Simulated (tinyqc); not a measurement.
Raman shift of the zone-centre optical phonon of a diamond-structure crystal under stress: one step, computed by the program tinyqc. Command: `OMP_NUM_THREADS=1 python tinyqc.py 3031245 3031246 out.jsonl ramanstress walk`. One thread of a shared host (Intel(R) Xeon(R) Processor @ 2.30GHz), about 0.01 s of CPU time with the checks.

Axes x, y, z are the cube axes. Strain shifts the threefold optical mode and can split it; p, q and r are the phonon deformation potentials.

Task: Compliances. S11 = (C11 + C12)/D, S12 = -C12/D, D = (C11 - C12)(C11 + 2 C12), S44 = 1/C44.

Inputs (values chosen for the exercise, modelled on silicon): C11 = 167.9 GPa; C12 = 64.71 GPa; C44 = 80.13 GPa.

Stress state: biaxial. Axis: [001].

Give: S11; S12; S44.

Result:

S11 = 7.582 1/TPa

S12 = -2.109 1/TPa

S44 = 12.48 1/TPa
